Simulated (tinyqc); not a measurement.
A longer run and its error bar: q-state Potts model on a small periodic square lattice: enumeration, Metropolis, heat-bath and Wolff steps. Computed by tinyqc, a small Python program. Command: `OMP_NUM_THREADS=1 python tinyqc.py 3112121 3112122 out.jsonl potts walk`. One thread of a shared host (Intel(R) Xeon(R) Processor @ 2.30GHz), about 0.04 s of CPU time with the checks.

E = -J x (number of nearest-neighbour bonds with equal states); n x n sites with periodic edges have 2 n^2 bonds. Order parameter m = (q f - 1)/(q - 1), f being the largest share of one state. Sites are numbered row by row from 0. Here q = 3 and n = 3.

Inputs (values chosen for the exercise, for a model of domains or grain orientations):
```
quantity,value,unit
number of states q,3,-
edge n,3,-
coupling J,60,meV
temperature T,1140,K
seed,961912,-
```

Update: Metropolis.

Constants: k_B = 8.617333262e-05 eV/K.

Method:
- K = J/(k_B T); the infinite square lattice orders at K_c = ln(1 + sqrt(q)); Wolff bond probability p = 1 - exp(-K).
- All q^(n^2) states are counted by their number b of equal bonds; weights g(b) exp(K b), K = J/(k_B T). Per site: u = -J <b>/n^2, c/k_B = K^2 (<b^2> - <b>^2)/n^2.
- ln Z = ln sum g(b) exp(K b); entropy per site s/k_B = (ln Z - K <b>)/n^2.
- After 400 updates are discarded, b is recorded for 4000 sweeps of n^2 steps of the update named (random numbers not printed, so these rows are one sample). Records are averaged in blocks; the error is the scatter of block means over sqrt(number of blocks), and the last column its square over that for single records.

start states:
```
,1,2,3
1,2,2,0
2,0,1,0
3,1,1,0
```

K = 0.610764

<b> = 10.1414

Blocking:
```
block length,mean b,error,variance ratio
1,10.18625,0.05589,1.0000
4,10.18625,0.08590,2.3623
16,10.18625,0.10705,3.6683
40,10.18625,0.11586,4.2972
100,10.18625,0.12343,4.8770
```

The run gives 10.186 +/- 0.116 (blocks of 40) against the exact 10.141, a difference of 0.4 error bars. Single records understate the error by a factor of about 2.1, because successive records are correlated.

Extremes, crossings and ranges named in words are read from the listed rows.
